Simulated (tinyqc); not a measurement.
# Permittivity and interface capacitance from two thicknesses

Inverse problem. 1/C = t/(eps0 ek) + 2/ci for planar capacitors that differ only in thickness. Find ek, ci and the EOT of the interfaces, 2 x 3.9 eps0/ci.

Constants: eps0 = 8.8541878128e-14 F/cm where lengths are in cm. Results are converted to the units shown.

C at t = 2.5 and 7.4 nm (uF/cm^2): [2.9389961, 1.0064115]

Solution. 1/C is a straight line in t: the slope gives ek and the intercept 2/ci. A single thickness would give only the effective permittivity; when the interfaces are a small part of 1/C, ci needs very accurate data.

ek = 8.47
ci = 290 uF/cm^2
EOT of the interfaces = 0.0238 nm

Computed by the program tinyqc: `OMP_NUM_THREADS=1 python tinyqc.py 2102193 2102194 out.jsonl`, one thread of a shared Intel Xeon 2.30GHz, about 0.01 s for the whole run.
